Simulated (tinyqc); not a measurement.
Band folding and unfolding in a supercell of a chain: one step. Moments of the spectral function.

A chain with hopping -t and n = 8 sites a supercell. H(K) has v_j on the diagonal, -t between neighbours and -t exp(2 pi i K) on the bond that closes the cell (from the last site to the first of the next cell). The point K holds the n wave vectors k_m = (K + m)/n of the primitive zone, in 2 pi/a, m = 0 to n - 1, with E0 = -2t cos(2 pi k_m). The unfolding weight of a state c on k_m is |sum_j c_j exp(-2 pi i k_m j)|^2/n, j = 0 to n - 1.

levels (eV): -2.602390  -1.945910  -0.988666  -0.755833  0.755833  0.988666  1.945910  2.602390

weights:
```
     level 1  level 2  level 3  level 4  level 5  level 6  level 7  level 8
m=0  0.55266  0.36416  0.07618  0.00649  0.00048  0.00002  0.00000  0.00000
m=1  0.02804  0.05699  0.87155  0.00666  0.03547  0.00045  0.00071  0.00014
m=2  0.00030  0.00095  0.03522  0.00034  0.88355  0.01377  0.05057  0.01531
m=3  0.00000  0.00001  0.00046  0.00000  0.06702  0.00235  0.52662  0.40354
m=4  0.00000  0.00000  0.00002  0.00048  0.00649  0.07618  0.36416  0.55266
m=5  0.00014  0.00071  0.00045  0.03547  0.00666  0.87155  0.05699  0.02804
m=6  0.01531  0.05057  0.01377  0.88355  0.00034  0.03522  0.00095  0.00030
m=7  0.40354  0.52662  0.00235  0.06702  0.00000  0.00046  0.00001  0.00000
```

Problem. For each k_m: mean sum_i W E_i and variance sum_i W E_i^2 less the mean squared. The mean must be E0 plus the average of v, and the variance that of v.

Give: Moments.

Solution.

Moments:

| m | mean (eV) | variance (eV^2) |
|---|---|---|
| 0 | -2.227 | 0.242 |
| 1 | -1.022 | 0.242 |
| 2 | 0.782 | 0.242 |
| 3 | 2.127 | 0.242 |
| 4 | 2.227 | 0.242 |
| 5 | 1.022 | 0.242 |
| 6 | -0.782 | 0.242 |
| 7 | -2.127 | 0.242 |

The average of v is 0.0000 eV and its variance 0.2421 eV^2: the virtual crystal gives the mean, and the variance is the spread of weight over several levels that it leaves out.

tinyqc: `OMP_NUM_THREADS=1 python tinyqc.py 1481504 1481505 out.jsonl`; about 0.01 s, one thread, shared Intel(R) Xeon(R) Processor @ 2.30GHz.
